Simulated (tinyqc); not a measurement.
MOS capacitor with interface traps: C-V stretch-out, conductance peak and subthreshold swing: one step, computed by the program tinyqc. Command: `OMP_NUM_THREADS=1 python tinyqc.py 3007707 3007708 out.jsonl mostraps walk`. One thread of a shared host (Intel(R) Xeon(R) Processor @ 2.30GHz), about 0.01 s of CPU time with the checks.

Energies at the interface are counted from the valence band. psi > 0 means bending towards depletion, so the surface potential is -psi. Boltzmann statistics, full ionisation, no quantum confinement. Traps are neutral when filled up to E_n, with a sharp (zero-temperature) occupation.

Task: Substrate and insulator. N_c = 2 M_c (2 pi m_e k_B T/h^2)^(3/2) and N_v = 2 (2 pi m_h k_B T/h^2)^(3/2), masses in units of m_0. n_i = sqrt(N_c N_v) exp(-E_g/2 k_B T); E_F = E_g - k_B T ln(N_c/N); phi_B = (k_B T/e) ln(N/n_i); L_D = sqrt(eps_s eps_0 k_B T/(e^2 N)); C_ox = eps_ox eps_0/t_ox.

Inputs (values chosen for the exercise, modelled on silicon, with an insulator like HfO2):

| quantity | value | unit |
|---|---|---|
| gap E_g | 1.12 | eV |
| electron mass m_e | 0.338 | m_0 |
| valleys M_c | 6 | - |
| hole mass m_h | 0.785 | m_0 |
| dielectric constant eps_s | 11.7 | - |
| doping N | 6.3e+15 | cm^-3 |
| insulator constant eps_ox | 20.9 | - |
| insulator thickness t_ox | 7.1 | nm |
| temperature T | 200 | K |

Substrate: n-type. Trap spectrum: flat.

Constants: m_0 = 9.1093837015e-31 kg; k_B = 1.380649e-23 J/K; h = 6.62607015e-34 J s; k_B = 8.617333262e-05 eV/K; eps_0 = 8.8541878128e-12 F/m; e = 1.602176634e-19 C.

Give: k_B T; n_i; bulk E_F; phi_B; Debye length L_D; C_ox; effective density of states of the majority band.

Result:

k_B T = 0.01723 eV

n_i = 95713 cm^-3

bulk E_F = 0.9848 eV

phi_B = 0.4293 V

Debye length L_D = 42.06 nm

C_ox = 2.606 microF/cm^2

effective density of states of the majority band = 1.611e+19 cm^-3
